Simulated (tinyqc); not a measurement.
Virtual-crystal alloy in the empirical-pseudopotential method, step by step. Values are carried at full precision from step to step, so a last printed digit may differ when a step is redone from the rounded ones.

Virtual crystal A(1-x)B(x): a = (1 - x) a_A + x a_B. Rule linear: V = (1 - x) V_A + x V_B. Rule volume: V = [(1 - x) a_A^3 V_A + x a_B^3 V_B]/a^3, since a form factor is an atomic potential divided by the cell volume.

Constants: hbar^2/2m0 = 3.80998211 eV angstrom^2; Ry = 13.60569312 eV.

Values chosen for the exercise (classic local form factors of the size used for Si (A) and Ge (B), which place X and L only to a few tenths of an eV; not measured data):
- a = (5.44, 5.65) angstrom (lattice constants of A, B)
- VSA = (-0.214, 0.039, 0.081) Ry (symmetric form factors of A)
- VAA = (0, 0, 0) Ry (antisymmetric form factors of A)
- VSB = (-0.234, 0.01, 0.061) Ry (symmetric form factors of B)
- VAB = (0, 0, 0) Ry (antisymmetric form factors of B)
- rule = volume (mixing rule)
- x = 0.35 (fraction of B)

## The virtual crystal

Form a, the two weights and the form factors.

a = 5.5135 angstrom

weights of A and B: [0.62435, 0.37664]

VS at 3, 8, 11 (Ry): [-0.22175, 0.02812, 0.07355]

VA at 3, 4, 11 (Ry): [0.00000, 0.00000, 0.00000]

## The six lowest plane waves at X

Empirical pseudopotential on the fcc lattice, atoms at +/- tau, tau = a (1,1,1)/8, no spin-orbit coupling. H(G,G') = c (2 pi/a)^2 |k + G|^2 delta + VS(q) cos(q.tau) + i VA(q) sin(q.tau), q = G - G', c = hbar^2/2m0; k and G in units of 2 pi/a; VS at |q|^2 = 3, 8, 11 and VA at 3, 4, 11, in rydberg, zero elsewhere. At each k the basis holds all G with |k + G|^2 up to 16; energies are counted from the fourth level at Gamma.

k = (1,0,0) with the small basis G = (0,0,0), (-2,0,0), (-1,1,1), (-1,-1,-1), (-1,1,-1), (-1,-1,1) in place of the full one.

H in this small basis (eV), rows 000, -200, -1+1+1, -1-1-1, -1+1-1, -1-1+1 and columns alike:
```
[[4.948, 0, -2.133, 2.133, -2.133, -2.133],
 [0, 4.948, 2.133, -2.133, -2.133, -2.133],
 [-2.133, 2.133, 9.896, -0.383, 0, 0],
 [2.133, -2.133, -0.383, 9.896, 0, 0],
 [-2.133, -2.133, 0, 0, 9.896, 0.383],
 [-2.133, -2.133, 0, 0, 0.383, 9.896]]
```

## Levels in the small basis

Diagonalise; the gap between the fourth and fifth level is a first estimate of the direct gap at X.

levels (absolute scale of H) (eV): [2.583, 2.583, 9.513, 9.513, 12.644, 12.644]

gap = 3.131 eV

The full basis gives 3.941 eV for this gap.

## The lowest conduction band along Gamma-X and at L

Full basis at each k.

Levels (eV):
```
k           band 3  band 4  band 5  band 6
L           -1.203  -1.203   1.571   4.134
(0.00,0,0)   0.000   0.000   2.957   3.484
(0.20,0,0)  -0.516  -0.516   2.920   4.040
(0.40,0,0)  -1.408  -1.408   1.992   4.297
(0.60,0,0)  -2.188  -2.188   1.296   2.852
(0.70,0,0)  -2.466  -2.466   1.087   2.230
(0.80,0,0)  -2.664  -2.664   0.987   1.735
(0.85,0,0)  -2.729  -2.729   0.977   1.540
(0.90,0,0)  -2.780  -2.780   0.995   1.369
(1.00,0,0)  -2.821  -2.821   1.121   1.121
```

On these points band 5 is lowest at (0.85,0,0), 0.977 eV above the valence top: in this model the gap is indirect, by a margin of 1980 meV.

## Checks

- Fifth band at (0.85,0,0) against the equivalent point (0,0,-0.85), on the absolute scale of H (eV): both 11.0508.

Computed by tinyqc, a small Python program: `OMP_NUM_THREADS=1 python tinyqc.py 1080367 1080368 out.jsonl` (the numbers bound the seed that draws the inputs); one thread of a shared host (Intel(R) Xeon(R) Processor @ 2.30GHz), about 0.2 s for the whole set of steps.
